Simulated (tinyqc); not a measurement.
Planar ballistic transistor, top-of-the-barrier model: one step of the calculation.

At the top of the source barrier, states moving towards the drain are filled by the source (Fermi level 0) and states moving back by the drain (Fermi level -q Vd); nothing scatters. U is the shift of the band edge there, set by the capacitances CG, CD and CS (the total) and by the charge. Parabolic two-dimensional band; the source is grounded.

Task. Current, mean velocity and share of the gate voltage. N0 = gv m kB T/(pi hbar^2), CG = eps0 eox/tox, vT = sqrt(2 kB T/(pi m)), CS = CG/aG, n0 = n at U = 0 and Vd = 0. eta1 = -(E0 + U)/Vt, eta2 = eta1 - Vd/Vt, n = (N0/2)[F_0(eta1) + F_0(eta2)], F_0(x) = ln(1 + exp x). I = q (N0/2) vT [F_(1/2)(eta1) - F_(1/2)(eta2)] per width, F_(1/2)(x) = (2/sqrt(pi)) int_0^infinity u^(1/2)/(1 + exp(u - x)) du. Mean velocity I/(q n). CQ = (q/Vt) dn/d(eta1); the band edge follows the gate as -dU/dVg = aG/(1 + CQ/CS).

Values chosen for this exercise; mass and valleys close to those of germanium:
- T = 200 K (temperature)
- m = 0.115 m0 (effective mass)
- gv = 4 (valley degeneracy)
- eox = 3.9 (relative permittivity of the gate insulator)
- tox = 1.3 nm (insulator thickness)
- aG = 0.94 (gate control CG/CS)
- E0 = 0.21 eV (band edge at the barrier top above the source Fermi level at zero bias)
- Vd = 0.4 V (drain voltage)

Constants: q = 1.602176634e-19 C, kB = 1.380649e-23 J/K, hbar = 1.054571817e-34 J s, m0 = 9.1093837015e-31 kg, Vt = kB T/q, eps0 = 8.8541878128e-14 F/cm where lengths are in cm. Results are converted to the units shown.

converged U = -0.20419987 eV

Find: eta1; n; I; mean velocity; CQ; -dU/dVg.

Result.

eta1 = -0.3365
n = 8.925e11 cm^-2
I = 200.1 uA/um
mean velocity = 1.400e7 cm/s
CQ = 6.414 uF/cm^2
-dU/dVg = 0.2875 eV/V

The carriers from the source are near degeneracy (eta1 = -0.337), and the mean velocity is 1.08 times vT = sqrt(2 kB T/(pi m)) = 1.30e7 cm/s.

Program tinyqc, `OMP_NUM_THREADS=1 python tinyqc.py 2400029 2400030 out.jsonl`; Intel Xeon 2.30GHz, shared host, one thread, about 0.01 s.
